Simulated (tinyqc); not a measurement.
Worked calculation: ellipsoidal valleys in the axes of a wafer and a channel. Values are carried at full precision from step to step, so a last printed digit may differ when a step is redone from the rounded ones.

Valleys with axes a along x, y and z, one whole valley each; inverse mass tensor w = 1/mt + (1/ml - 1/mt) a a. Device axes: z = nz/|nz|, x = nx/|nx|, y = z cross x; in them a = (ax, ay, az). Confinement mass mz = 1/w_zz. In the plane w_ij is replaced by u_ij = w_ij - w_iz w_jz/w_zz (i, j = x, y); density-of-states mass md = 1/sqrt(det u); conductivity mass along x mc = 1/u_xx; ballistic transport mass mx = u_yy/det u, width mass my = 1/u_yy.

Constants: hbar^2/2m0 = 3.80998211 eV angstrom^2; kB = 8.617333262e-05 eV/K.

Parameters, chosen for this exercise (near those of the X valleys of AlAs; not measured data):
- ml = 1.138 m0 (longitudinal mass)
- mt = 0.203 m0 (transverse mass)
- nz = (0, 0, 1) (surface normal (confinement))
- nx = (1, 0, 0) (channel direction)
- t = 2.6 nm (thickness of the film)
- T = 77 K (temperature)

## Device axes and valley axes

Give the rows x, y, z in cubic components and each valley axis in device components.

device axes:
```
    [100]   [010]   [001]
x  1.0000  0.0000  0.0000
y  0.0000  1.0000  0.0000
z  0.0000  0.0000  1.0000
```

valley axes:
```
       ax      ay      az
x  1.0000  0.0000  0.0000
y  0.0000  1.0000  0.0000
z  0.0000  0.0000  1.0000
```

## Tensors of the valley z

Form w and the reduced tensor u.

w (1/m0):
```
        x       y       z
x  4.9261  0.0000  0.0000
y  0.0000  4.9261  0.0000
z  0.0000  0.0000  0.8787
```

u (1/m0):
```
        x       y
x  4.9261  0.0000
y  0.0000  4.9261
```

w_xz = w_yz = 0: the normal is a principal axis and u is the upper block of w.

## Masses of all valleys

Give mz, md, mc, mx and my.

Masses (m0):
```
valley      mz      md      mc      mx      my
x       0.2030  0.4806  1.1380  1.1380  0.2030
y       0.2030  0.4806  0.2030  0.2030  1.1380
z       1.1380  0.2030  0.2030  0.2030  0.2030
```

mz md^2 = ml mt^2 = 0.04690 for every valley, so a heavy confinement mass comes with a small density of states. The heaviest mz is 1.138, for z.

## Subbands and shares in a film

Hard walls: E_n = c (n pi/t)^2/mz, c = hbar^2/2m0, n = 1, 2, 3. Non-degenerate share of a valley proportional to md sum_n exp(-E_n/kT); mean 1/mc = sum of share/mc. 1 nm = 10 angstrom.

Give the ladders, the shares and the mean conductivity mass.

Subbands:
```
valley  E1 (meV)  E2 (meV)  E3 (meV)  share
x          274.0    1096.1    2466.2  0.000
y          274.0    1096.1    2466.2  0.000
z           48.9     195.5     439.9  1.000
```

mean mc = 0.2030 m0

The lowest ladder (z) holds 100 % of the electrons in these valleys, the next starts 225 meV higher. Energies of several hundred meV lie beyond the parabolic range, and real barriers are finite, so these are upper bounds.

## Checks

- mz md^2 against ml mt^2: they agree to 1e-10 or better.
- mx my against md^2: they agree to 1e-10 or better.

Run: tinyqc, `OMP_NUM_THREADS=1 python tinyqc.py 1880307 1880308 out.jsonl`; Intel(R) Xeon(R) Processor @ 2.30GHz, one thread, shared host; about 0.01 s of CPU time with all checks.
